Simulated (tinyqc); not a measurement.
Read current of a NAND string, cells in series solved by shooting: one step of the calculation.

Cells in series, numbered from 0 at the source line (0 V) to the bit line, each followed by a gap resistance Rg. A cell with gate Vg, threshold VT, source Vs and drain Vd passes I = 2 nf K Vt^2 [F(Vs) - F(Vd)]/(1 + th max(Vg - VT, 0)), F(V) = ln^2(1 + exp((Vg - VT - nf V)/(2 nf Vt))). The selected cell has Vg = Vr, the others Vg = Vp.

Task. Node voltages for a trial current. For a trial current I start at 0 V and, cell by cell (the selected one is cell 1), solve for the drain: sqrt(F(Vd)) = sqrt(F(Vs) - I/k), k = 2 nf K Vt^2/(1 + th max(Vg - VT, 0)), Vd = [Vg - VT - 2 nf Vt ln(exp(sqrt F) - 1)]/nf, then add I Rg.

Parameters, values chosen for the exercise; values of the order met in vertical NAND strings: temperature T = 300 K; gain factor of a cell K = 18 uA/V^2; slope factor nf = 1.2; mobility reduction factor th = 0.05 1/V; resistance of the gap between cells Rg = 7 kohm; bit-line voltage Vbl = 0.3 V; pass voltage Vp = 6.1 V; read voltage on the selected word line Vr = 3.9 V.

Constants: q = 1.602176634e-19 C, kB = 1.380649e-23 J/K, Vt = kB T/q. Results are converted to the units shown.

first trial current = 1.1 uA
thresholds from the source end, cell 0 to 5 (V): 3.6  1.9  3.6  -2  3.6  3.6

Find: node voltage after each cell and gap, trial 1.

Result.

node voltage after each cell and gap, trial 1, cell 0 to 5 (V): 0.03538  0.07779  0.1143  0.1328  0.1701  0.2079

tinyqc, about 0.6 s, one thread, Intel Xeon 2.30GHz (shared host): `OMP_NUM_THREADS=1 python tinyqc.py 2142163 2142164 out.jsonl`
